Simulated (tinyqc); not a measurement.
Random telegraph noise from one oxide trap in a small MOSFET: one step of the calculation.

An acceptor-like trap exchanges electrons with the channel. Inversion charge Q = Cox u, u = n Vt W0(exp((Vg - VT)/(n Vt))), W0 the Lambert function, n = nf, Cox = eps0 eox/tox; linear regime Id = (W/L) mu Q Vd. Relative to threshold the surface potential rises by Vt ln(u/u0) and the oxide voltage by the rest of Vg - VT, with u0 = n Vt W0(1).

Problem. Step height. A = W L; threshold step dV = q (1 - xt/tox)/(Cox A); gm/Id = 1/(u + n Vt); relative step dI/I = (gm/Id) dV + asc mu/A. Id as defined.

Inputs (values chosen for the exercise); values of the order met in silicon transistors:
- T = 350 K (temperature)
- eox = 3.9 (relative permittivity of the gate insulator (close to silicon dioxide))
- tox = 2.6 nm (insulator thickness)
- xt = 1.1 nm (depth of the trap from the channel interface)
- nf = 1.2 (body factor)
- W = 24 nm (gate width)
- L = 140 nm (gate length)
- mu = 280 cm^2/(V s) (mobility)
- asc = 0 V s (scattering coefficient of the charged trap)
- Vd = 0.05 V (drain voltage)

Constants: q = 1.602176634e-19 C, kB = 1.380649e-23 J/K, Vt = kB T/q, eps0 = 8.8541878128e-14 F/cm where lengths are in cm. Results are converted to the units shown.

u = 0.028565459 V
N = 2.3679406e11 cm^-2

Wanted: electrons in the channel N A; dV; gm/Id; number part of dI/I; dI/I; Id; dI.

Solution.

electrons in the channel N A = 7.9563
dV = 2.0713 mV
gm/Id = 15.442 1/V
number part of dI/I = 3.1986 %
dI/I = 3.1986 %
Id = 0.091053 uA
dI = 2.9124 nA

Range of the model: VT is taken as given; short-channel effects and the uneven flow of current among few electrons are left out.

tinyqc, about 0.01 s, one thread, Intel Xeon 2.30GHz (shared host): `OMP_NUM_THREADS=1 python tinyqc.py 2710002 2710003 out.jsonl`
